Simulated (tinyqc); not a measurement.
Strained Delta valleys, repopulation and conductivity mass: one step of the calculation.

A cubic crystal with three pairs of conduction valleys along x, y and z under uniaxial stress X along [110] (X > 0 is tension); current along [100]. Non-degenerate electrons, fixed total density, one relaxation time for all valleys and stresses, masses unchanged by strain, so the mobility goes as the mean inverse mass.

Task. Strain tensor. Stress s_ij = X a_i a_j with a the unit vector along [110]; strain e_ii = s11 s_ii + s12 (s_jj + s_kk), e_ij = s44 s_ij/2.

Inputs (values chosen for the exercise); values close to those of silicon: compliance s11 = 7.49 1/TPa; compliance s12 = -2.13 1/TPa; compliance s44 = 12.8 1/TPa; uniaxial stress (tension positive) X = -130 MPa.

Wanted: strain.

Result.

strain (%):
```
           x          y         z
x  -0.034840  -0.041600  0.000000
y  -0.041600  -0.034840  0.000000
z   0.000000   0.000000  0.027690
```

Range of the model: Shear strain also changes the transverse masses of these valleys, which is left out.

Program tinyqc, `OMP_NUM_THREADS=1 python tinyqc.py 2530028 2530029 out.jsonl`; Intel Xeon 2.30GHz, shared host, one thread, about 0.01 s.
